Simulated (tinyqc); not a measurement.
MOS structure on a p-type body with a doping step (retrograde), non-linear Poisson equation by Newton steps: two steps of the calculation.

One dimension, insulator interface at x = 0, acceptor density N1 for x < x1 and Na beyond, net doping C = -(acceptor density). psi is counted from the intrinsic level: n = ni exp((psi - Vb)/Vt), p = ni exp(-psi/Vt); deep in the body psi_b = -Vt ln(Na/ni). The gate acts through Cox = eps0 eox/tox and has the potential psi_G = Vg - (phiM - chi - Vt ln(Nc/ni)). Boltzmann statistics, full ionisation, classical densities, no oxide or interface charge.

Inputs (values chosen for the exercise); band and dielectric values close to those of silicon: temperature T = 300 K; band gap Eg = 1.13 eV; conduction-band density of states at T Nc = 2.8e19 cm^-3; valence-band density of states at T Nv = 2.61e19 cm^-3; electron affinity chi = 4.13 eV; acceptor density deep in the body Na = 2.2e16 cm^-3; relative permittivity of the gate insulator (close to silicon nitride) eox = 7.47; insulator thickness tox = 7.9 nm; gate work function phiM = 4.49 eV; electron quasi-Fermi potential against the body Vb = 0 V; gate voltage against the body Vg = 0.72 V.

Constants: q = 1.602176634e-19 C, kB = 1.380649e-23 J/K, Vt = kB T/q, eps0 = 8.8541878128e-14 F/cm where lengths are in cm. Results are converted to the units shown.

Problem 1. Scales and end potentials. ni = sqrt(Nc Nv) exp(-Eg/(2 Vt)), Eg in volts; Cox, psi_G and psi_b as defined.

Give: ni; Cox; psi_G; psi_b.

Solution 1.

ni = 8.7160e9 cm^-3
Cox = 0.83723 uF/cm^2
psi_G = 0.92591 V
psi_b = -0.38109 V

Problem 2. Converged densities and sheet charges. n and p as above; box widths w_i (half boxes at both ends); band bending psi_0 - psi_b; N_inv = sum w n; N_dep = -sum w (p + C); centroid sum w n x/N_inv; gate charge Cox (psi_G - psi_0)/q.

```
node  x (nm)  converged psi (V)  net doping C (cm^-3)
0          0         0.54039763               -1.1e15
1        0.8         0.52080632               -1.1e15
2       2.05         0.49980857               -1.1e15
3          4         0.47744614               -1.1e15
4       7.04         0.45323015               -1.1e15
5       11.8         0.42554432               -1.1e15
6       19.2         0.39105074               -1.1e15
7       30.7         0.34301793               -1.1e15
8       48.7         0.27033758               -1.1e15
9       76.8         0.15826923               -1.1e15
10       121        -0.01530409               -1.1e15
11       189        -0.27590510               -2.2e16
12       296        -0.37550875               -2.2e16
13       463        -0.38097828               -2.2e16
14       723        -0.38109449               -2.2e16
```

ni = 8.7159960e9 cm^-3

Find: n; p; band bending; N_inv; N_dep; centroid of the electrons; gate charge over q.

Solution 2.

```
node  n (cm^-3)  p (cm^-3)
0     1.0438e19     7.2784
1     4.8919e18     15.529
2     2.1714e18     34.987
3     9.1424e17     83.095
4     3.5830e17     212.02
5     1.2279e17     618.71
6     3.2336e16     2349.4
7     5.0439e15      15062
8     3.0324e14   2.5052e5
9     3.9730e12   1.9121e7
10     4.8219e9  1.5755e10
11     2.0198e5  3.7611e14
12       4286.0  1.7725e16
13       3468.7  2.1901e16
14       3453.1  2.2000e16
```

band bending = 0.92149 V
N_inv = 1.7475e12 cm^-2
N_dep = 2.6693e11 cm^-2
centroid of the electrons = 2.7128 nm
gate charge over q = 2.0145e12 cm^-2

N_inv + N_dep is within 0.01 % of the gate charge.

Program tinyqc, `OMP_NUM_THREADS=1 python tinyqc.py 2080039 2080040 out.jsonl`; Intel Xeon 2.30GHz, shared host, one thread, about 0.3 s.
